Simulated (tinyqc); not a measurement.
# Changing the coupling time tau

Model: molecular dynamics of a small cluster by velocity Verlet steps. Computed by tinyqc, a small Python program. Command: `OMP_NUM_THREADS=1 python tinyqc.py 3001426 3001427 out.jsonl verlet sweep`. One thread of a shared host (Intel(R) Xeon(R) Processor @ 2.30GHz), about 0.1 s of CPU time with the checks.

E = sum_i {sum_j A exp(-p (r_ij/r0 - 1)) - xi sqrt(rho_i)}, rho_i = sum_j exp(-2 q (r_ij/r0 - 1)); the force on i is -sum_j w_ij (R_i - R_j)/r_ij with w_ij = -(2p/r0) A exp(-p (r_ij/r0 - 1)) + (xi q/r0) exp(-2 q (r_ij/r0 - 1)) (rho_i^(-1/2) + rho_j^(-1/2)).

Inputs (values chosen for the exercise, for model atoms):
```
quantity,value,unit
length r0,2.59,angstrom
repulsion A,0.1,eV
hopping xi,1.1,eV
decay p,9.62,-
decay q,3.03,-
atomic mass M,199,u
time step dt,9.9,fs
steps,100,-
target temperature T0,100,K
```

Potential: Gupta. Thermostat: Berendsen.

starting positions (angstrom):
```
,x,y,z
atom 1,0.03,-0.01,0
atom 2,2.45,-0.05,-0.04
atom 3,1.14,2.08,-0.03
atom 4,1.22,0.72,1.94
```

starting velocities (angstrom/fs):
```
,x,y,z
atom 1,0.00028,-0.00058,-7e-05
atom 2,-0.00072,0.00011,-0.00056
atom 3,0.00045,0.00058,0.00028
atom 4,-1e-05,-0.00011,0.00036
```

Constants: 1 eV/(angstrom u) = 9.648533212e-03 angstrom/fs^2; k_B = 8.617333262e-05 eV/K.

Method. Velocity Verlet: a = c F/M with c = 9.648533212e-3 angstrom/fs^2 per eV/(angstrom u); R(new) = R + v dt + a dt^2/2; v(new) = v + (a + a(new)) dt/2. Kinetic energy K = M v^2/(2c); temperature T = 2K/((3N - 3) k_B), rotation of the cluster included. After each step v is scaled by sqrt(1 + (dt/tau)(T0/T - 1)). Spread = largest minus smallest value. The test of the step is the spread (largest minus smallest) of the total energy over the run without thermostat, against the spread of K; the step passes below 5 %. The mean T is over the second half.

One run for each value:
```
coupling time tau (fs),mean temperature (K)
20,100.24
41,101.14
83,102.81
170,114.26
350,142.03
710,172.23
1500,195.64
3000,208.55
```

Describe and explain the trends.

Over the rows, mean temperature (K) rises from 100 to 209 (exponent d ln y / d ln x 0.012 between the first rows and 0.092 between the last). The run lasts 990 fs and the target is 100 K: a coupling time well below the length of the run reaches it, one far longer leaves T near its free value.

Extremes, crossings and ranges named in words are read from the listed rows.
